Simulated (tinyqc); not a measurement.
Reverse leakage of an n+-p junction: diffusion, generation, trap-assisted and band-to-band tunnelling: leakage components against the temperature.

One-sided abrupt junction in the depletion approximation, x from the junction (0) to W on the p side, field F = F0 (1 - x/W). Flat quasi-Fermi levels, long p side. Traps generate through SRH with both lifetimes shortened by 1 + Gamma (Hurkx enhancement, form for moderate fields); band-to-band generation is local and needs a total bending above Eg.

Nc and Nv are given at 300 K and scale as (T/300 K)^1.5; all else is held fixed. ni = sqrt(Nc Nv) exp(-Eg/(2 Vt)), Eg in volts; Vbi = Vt ln(Na Nd/ni^2); W = sqrt(2 eps0 eps_r (Vbi + VR)/(q Na)); F0 = 2 (Vbi + VR)/W; FG = sqrt(24 mt m0 (kB T)^3)/(q hbar); J_diff = q ni^2 sqrt(Dn/tau)(1 - exp(-VR/Vt))/Na. u = (Vbi + VR)(1 - x/W)^2, p = Na exp(-u/Vt), n = Nd exp((u - Vbi - VR)/Vt); G0 = ni^2 (1 - exp(-VR/Vt))/(tau (n + p + 2 ni cosh(Et/Vt))); Gamma = 2 sqrt(3 pi)(F/FG) exp((F/FG)^2); trap-assisted part G0 Gamma; G_bb = Ab F^2.5 exp(-Bb/F) with F in V/cm, zero unless Vbi + VR > Eg. Currents are q times the integrals over 0 to W; J_bb under 1e-8 of J is printed as 0; rows with F0/FG above 2.2, beyond the range of this Gamma, are left out.

Parameters, values chosen for the exercise; band and dielectric values close to those of silicon: band gap Eg = 1.13 eV; relative permittivity eps_r = 11.5; conduction-band density of states at the reference temperature Nc = 2.8e19 cm^-3; valence-band density of states at the reference temperature Nv = 2.65e19 cm^-3; acceptor density of the lighter side Na = 4.5e17 cm^-3; donor density of the heavier side Nd = 1e19 cm^-3; SRH lifetime of both carriers at zero field tau = 9e-8 s; trap level above the intrinsic level Et = 0 eV; tunnelling mass mt = 0.27 m0; electron diffusion coefficient on the lighter side Dn = 11 cm^2/s; band-to-band prefactor Ab = 5.5e14 cm^-0.5 V^-2.5 s^-1; band-to-band field constant Bb = 1.86e7 V/cm; reverse bias VR = 0.9 V.

Constants: q = 1.602176634e-19 C, kB = 1.380649e-23 J/K, hbar = 1.054571817e-34 J s, m0 = 9.1093837015e-31 kg, Vt = kB T/q, eps0 = 8.8541878128e-14 F/cm where lengths are in cm. Results are converted to the units shown.

Result of one run:
```
T (K),F0 (kV/cm),F0/FG,J_diff (A/cm^2),J_SRH (A/cm^2),J_TAT (A/cm^2),J_bb (A/cm^2),J (A/cm^2),largest part
220,526,2.18,1.50e-20,4.54e-12,5.10e-10,1.41e-12,5.16e-10,trap-assisted tunnelling
```

What becomes of these results when the temperature T is changed from 220 to 400 K, all else the same?

Result of the changed run:
```
T (K),F0 (kV/cm),F0/FG,J_diff (A/cm^2),J_SRH (A/cm^2),J_TAT (A/cm^2),J_bb (A/cm^2),J (A/cm^2),largest part
400,508,0.861,4.01e-8,8.09e-6,4.00e-5,0,4.81e-5,trap-assisted tunnelling
```

The whole series:
```
T (K),F0 (kV/cm),F0/FG,J_diff (A/cm^2),J_SRH (A/cm^2),J_TAT (A/cm^2),J_bb (A/cm^2),J (A/cm^2),largest part
220,526,2.18,1.50e-20,4.54e-12,5.10e-10,1.41e-12,5.16e-10,trap-assisted tunnelling
250,523,1.79,2.81e-17,1.99e-10,7.69e-9,1.16e-12,7.89e-9,trap-assisted tunnelling
280,520,1.51,1.09e-14,3.97e-9,7.68e-8,9.41e-13,8.07e-8,trap-assisted tunnelling
310,517,1.29,1.37e-12,4.53e-8,5.38e-7,7.55e-13,5.84e-7,trap-assisted tunnelling
340,515,1.11,7.56e-11,3.41e-7,2.82e-6,5.99e-13,3.16e-6,trap-assisted tunnelling
370,511,0.974,2.22e-9,1.88e-6,1.17e-5,4.69e-13,1.36e-5,trap-assisted tunnelling
400,508,0.861,4.01e-8,8.09e-6,4.00e-5,0,4.81e-5,trap-assisted tunnelling
430,505,0.768,4.90e-7,2.88e-5,1.17e-4,0,1.46e-4,trap-assisted tunnelling
```

J rises from 5.16e-10 to 1.46e-4 A/cm^2. Trap-assisted tunnelling leads at T = 220 and in all other rows. Activation energies over the table: 1.21 eV for diffusion (Eg = 1.13 eV, raised by the T^3 of ni^2), 0.608 eV for SRH generation (Eg/2 + |Et| = 0.565 eV), 0.479 eV for the trap-assisted part, lower since Gamma grows on cooling; the total shows 0.431 eV at the cold end and 0.549 eV at the hot end.

Range of the model: The n+ side is degenerate, so Vbi from Boltzmann statistics is only a guide.

Numbers from tinyqc (`OMP_NUM_THREADS=1 python tinyqc.py 2290083 2290084 out.jsonl`; about 0.01 s on one thread of a shared Intel Xeon 2.30GHz).
